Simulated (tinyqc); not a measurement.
Inside a calculation: conductance of a narrow metal strip with scatterers (square lattice, Green functions). Values are carried at full precision from step to step, so a last printed digit may differ when a step is redone from the rounded ones.

A strip of W sites across with hard walls, site energy 0 and hopping -t. Mode n = 1 to W has profile chi_n(j) = sqrt(2/(W + 1)) sin(n j pi/(W + 1)) and energy en = -2t cos(n pi/(W + 1)); E = en - 2t cos(kn a). With z_n = exp(i kn a) (Im k > 0 for closed modes, |z| < 1) each lead gives the self-energy -t z_n in mode n. One column carries the site energies v, here a notch at the edge (a site raised out of reach). In the mode basis V_nm = sum_j chi_n(j) v_j chi_m(j), G = (E - en + 2 t z_n - V)^-1, and t_nm = 2t sqrt(sin(kn a) sin(km a)) G_nm in size for open modes. T = sum |t_nm|^2, conductance (2e^2/h) T.

Constants: e^2/h = 3.874045865e-05 S.

Inputs chosen for the exercise (hopping and spacing of the size met in Cu or Al; the lattice is a model; shifted at random, so the results belong to these values and not to a real crystal):
- t = 1.84 eV (hopping)
- a = 2.4 angstrom (spacing)
- W = 4 (sites across)
- E = 2.13 eV (Fermi energy)
- v = (50, 0, 0, 0) eV (site energies in the scattering column)

## Modes at the Fermi energy

For each n: en, cos(kn a) = (en - E)/(2t), z_n and the velocity 2 t a sin(kn a) (zero if closed).

Modes:

| n | en (eV) | cos(k a) | z | dE/dk (eV angstrom) |
|---|---|---|---|---|
| 1 | -2.9772 | -1.38782 | -0.42551 | 0.0000 |
| 2 | -1.1372 | -0.88782 | -0.88782+0.46019i | 4.0644 |
| 3 | 1.1372 | -0.26979 | -0.26979+0.96292i | 8.5045 |
| 4 | 2.9772 | 0.23021 | 0.23021+0.97314i | 8.5948 |

3 of 4 modes are open, so the clean strip has a resistance of 4302 ohm, whatever its length.

## The scatterer in the mode basis

Form V_nm.

V (eV), lower triangle:
```
         n=1      n=2      n=3     n=4
n=1   6.9098
n=2  11.1803  18.0902
n=3  11.1803  18.0902  18.0902
n=4   6.9098  11.1803  11.1803  6.9098
```

A single site couples every mode that has amplitude on it.

## Green function and transmission

E - en + 2 t z_n = 2t (z_n - cos(kn a)). Invert, form |t_nm|^2 = (2t)^2 Im(z_n) Im(z_m) |G_nm|^2 and sum. The added resistance is 1/(2 (e^2/h) T) less the same for the clean strip.

G (1/eV):
```
                 n=1              n=2              n=3              n=4
n=1   0.2807-0.0310i  -0.1049+0.0056i  -0.0501+0.0027i  -0.0307+0.0016i
n=2  -0.1049+0.0056i   0.0191-0.2355i   0.0091+0.1697i   0.0056+0.1038i
n=3  -0.0501+0.0027i   0.0091+0.1697i   0.0044-0.2011i   0.0027+0.0496i
n=4  -0.0307+0.0016i   0.0056+0.1038i   0.0027+0.0496i   0.0016-0.2489i
```

|t_nm|^2, lower triangle:
```
     n=1     n=2     n=3     n=4
n=1    0
n=2    0  0.1601
n=3    0  0.1732  0.5081
n=4    0  0.0655  0.0313  0.7946
```

T = 2.0029
added resistance = 2142 ohm

Mode 2 passes least (0.399) and mode 4 most (0.891); 27.0 % of the transmitted flux changes mode.

## Checks

- Transmitted plus reflected flux against the number of open modes: both 3.00000.

(tinyqc, `OMP_NUM_THREADS=1 python tinyqc.py 1451367 1451368 out.jsonl`, Intel(R) Xeon(R) Processor @ 2.30GHz, 1 thread, shared host, about 0.01 s.)
